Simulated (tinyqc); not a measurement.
Hueckel theory of the pi electrons, for the molecule Bc1nc2nccnc2[nH]1 (SMILES; centres numbered as the heavy atoms are written), step by step. Computed by tinyqc, a small Python program that keeps every step. Settings: charge = 0. Command: `OMP_NUM_THREADS=1 python tinyqc.py 30198 30199 out.jsonl` (the two numbers bound the seeds that draw the settings). One thread of a shared host (Intel(R) Xeon(R) Processor @ 2.60GHz), about 0.01 s of CPU time with the checks.

## The Hueckel matrix

Centres:
```
centre  z_r, pi electrons of the neutral centre          h
1B                                            0  -1.000000
2C                                            1   0.000000
3N                                            1   0.500000
4C                                            1   0.000000
5N                                            1   0.500000
6C                                            1   0.000000
7C                                            1   0.000000
8N                                            1   0.500000
9C                                            1   0.000000
10N                                           2   1.500000
```

Bonds:
```
i    j         k
1    2  0.700000
2    3         1
3    4  1.000000
4    5         1
5    6  1.000000
6    7         1
7    8         1
8    9  1.000000
9   10  0.800000
10   2  0.800000
9    4         1
```

H_rr = alpha + h_r beta, H_rs = k_rs beta for bonded centres.

Hueckel matrix in units of beta (H = alpha + beta A), order 1B, 2C, 3N, 4C, 5N, 6C, 7C, 8N, 9C, 10N:
```
[[-1.000000, 0.700000, 0.000000, 0.000000, 0.000000, 0.000000, 0.000000, 0.000000, 0.000000, 0.000000],
 [0.700000, 0.000000, 1.000000, 0.000000, 0.000000, 0.000000, 0.000000, 0.000000, 0.000000, 0.800000],
 [0.000000, 1.000000, 0.500000, 1.000000, 0.000000, 0.000000, 0.000000, 0.000000, 0.000000, 0.000000],
 [0.000000, 0.000000, 1.000000, 0.000000, 1.000000, 0.000000, 0.000000, 0.000000, 1.000000, 0.000000],
 [0.000000, 0.000000, 0.000000, 1.000000, 0.500000, 1.000000, 0.000000, 0.000000, 0.000000, 0.000000],
 [0.000000, 0.000000, 0.000000, 0.000000, 1.000000, 0.000000, 1.000000, 0.000000, 0.000000, 0.000000],
 [0.000000, 0.000000, 0.000000, 0.000000, 0.000000, 1.000000, 0.000000, 1.000000, 0.000000, 0.000000],
 [0.000000, 0.000000, 0.000000, 0.000000, 0.000000, 0.000000, 1.000000, 0.500000, 1.000000, 0.000000],
 [0.000000, 0.000000, 0.000000, 1.000000, 0.000000, 0.000000, 0.000000, 1.000000, 0.000000, 0.800000],
 [0.000000, 0.800000, 0.000000, 0.000000, 0.000000, 0.000000, 0.000000, 0.000000, 0.800000, 1.500000]]
```

## Orbitals

pi electrons, sum of z_r less the charge = 10

Diagonalise; E = alpha + x beta with beta < 0, so the largest x are filled first; degenerate levels share their electrons. P = sum n_i c_ri c_si; each orbital has its largest coefficient positive (the first on a tie).

x values: [2.602725, 1.906766, 1.605017, 1.042214, 0.828999, -0.375707, -0.836461, -1.170075, -1.604102, -1.999375]

occupations: [2.000000, 2.000000, 2.000000, 2.000000, 2.000000, 0.000000, 0.000000, 0.000000, 0.000000, 0.000000]

coefficients, order 1B, 2C, 3N, 4C, 5N, 6C, 7C, 8N, 9C, 10N:
```
[[0.058586, 0.070059, -0.053467, -0.014487, 0.180131, 0.507853, 0.423399, 0.276248, 0.658050, -0.098076],
 [0.301530, 0.290923, -0.198975, -0.042266, 0.470657, 0.452927, 0.098917, -0.067118, -0.567899, 0.140022],
 [0.327361, 0.062596, -0.497052, -0.402200, 0.308469, -0.356735, -0.227041, -0.210977, 0.300704, -0.266825],
 [0.386821, -0.202865, -0.350276, -0.175813, -0.369172, -0.140531, 0.204514, 0.419466, -0.064813, 0.526875],
 [0.263451, -0.440101, -0.299421, 0.440135, -0.190391, 0.367362, -0.400307, 0.054134, -0.038915, -0.342986],
 [0.167143, -0.416254, 0.019411, 0.414460, 0.306533, -0.181170, 0.330481, -0.509874, 0.146695, 0.330375],
 [0.171577, -0.353598, 0.330576, -0.008179, 0.444506, -0.299295, 0.123872, 0.542457, -0.196398, -0.317558],
 [0.279425, -0.257974, 0.511169, -0.422984, 0.061962, 0.293617, -0.434096, -0.124841, 0.168347, 0.304543],
 [0.415977, -0.009311, 0.234274, -0.221169, -0.424121, 0.042172, 0.456280, -0.333963, -0.157822, -0.443609],
 [0.520533, 0.553856, 0.268901, 0.460364, -0.055483, -0.211163, -0.190098, 0.120171, 0.187035, 0.069404]]
```

charge and bond-order matrix P, order 1B, 2C, 3N, 4C, 5N, 6C, 7C, 8N, 9C, 10N:
```
[[0.087713, 0.268157, 0.223064, -0.073549, -0.080122, 0.057608, 0.095585, -0.023489, -0.124002, 0.076516],
 [0.268157, 0.876905, 0.756007, -0.078013, -0.194464, 0.104385, 0.185290, -0.090930, -0.228324, 0.438020],
 [0.223064, 0.756007, 1.230126, 0.489742, -0.056459, -0.106256, 0.020252, 0.020969, -0.045457, -0.261719],
 [-0.073549, -0.078013, 0.489742, 0.961352, 0.577950, -0.087464, -0.280703, 0.065725, 0.552389, -0.131299],
 [-0.080122, -0.194464, -0.056459, 0.577950, 1.165431, 0.690946, 0.027220, -0.327744, 0.053891, 0.052106],
 [0.057608, 0.104385, -0.106256, -0.087464, 0.690946, 0.934642, 0.630296, 0.015386, -0.287444, 0.070947],
 [0.095585, 0.185290, 0.020252, -0.280703, 0.027220, 0.630296, 0.922807, 0.678289, -0.069211, -0.092133],
 [-0.023489, -0.090930, 0.020969, 0.065725, -0.327744, 0.015386, 0.678289, 1.177355, 0.611323, -0.116282],
 [-0.124002, -0.228324, -0.045457, 0.552389, 0.053891, -0.287444, -0.069211, 0.611323, 0.913604, 0.392165],
 [0.076516, 0.438020, -0.261719, -0.131299, 0.052106, 0.070947, -0.092133, -0.116282, 0.392165, 1.730066]]
```

## Energy, charges, bond orders

E = sum n x; q_r = z_r - P_rr; bond order p = P_rs; free valence = sqrt(3) - sum of p over the bonds of the atom.

pi energy = 10 alpha + this times beta = 15.971440

pi charges: [-0.087713, 0.123095, -0.230126, 0.038648, -0.165431, 0.065358, 0.077193, -0.177355, 0.086396, 0.269934]

Bond orders and lengths from R = 1.517 - 0.180 p (angstrom, C-C alone):
```
bond         p         R
1-2   0.268157         -
2-3   0.756007         -
3-4   0.489742         -
4-5   0.577950         -
5-6   0.690946         -
6-7   0.630296  1.403547
7-8   0.678289         -
8-9   0.611323         -
9-10  0.392165         -
10-2  0.438020         -
9-4   0.552389  1.417570
```

free valence of the carbons: [0.269867, 0.111970, 0.410809, 0.423466, 0.176174]

gap between the highest filled and the next level = 1.204706 |beta|
